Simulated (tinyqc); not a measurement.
A ladder of methods, and size consistency: correlation methods against full CI in the 6-311g basis, for H2, spin multiplicity 1. Computed by the program tinyqc with PySCF. All electrons correlated; +Q is the Davidson correction (1 - c0^2) E_corr. The last columns treat two copies 100 angstrom apart as one system. FCI is the lowest singlet.

Geometry (angstrom):

| atom | x | y | z |
|---|---|---|---|
| H | 0.0000 | 0.0000 | 0.0000 |
| H | 0.0000 | 0.0000 | 0.6530 |

RHF energy of one = -1.122781 hartree

Correlation energies (hartree):

| method | E_corr of one | share of FCI (%) | E_corr of two at 100 angstrom | two minus twice one (mhartree) |
|---|---|---|---|---|
| MP2 | -0.01729 | 72.167 | -0.03458 | 0.000 |
| CISD | -0.02396 | 100.000 | -0.04735 | 0.572 |
| CISD+Q | -0.02425 | 101.225 | -0.04846 | 0.045 |
| CCSD | -0.02396 | 100.000 | -0.04792 | 0.000 |
| CCSD(T) | -0.02396 | 100.000 | -0.04792 | 0.000 |
| FCI | -0.02396 | 100.000 | - | - |

What does the comparison show, and why?

MP2 recovers 72 %, CISD 100.0 % and CCSD 100.0 % of the FCI value (c0^2 = 0.988 in CISD). MP2 and coupled cluster are size consistent, so their last column vanishes; CISD loses 0.57 mhartree, since a double excitation on each copy is a quadruple of the pair, and the Davidson correction leaves +0.04. With two electrons, or one virtual orbital, CISD and CCSD are exact for one copy, so +Q overshoots there.
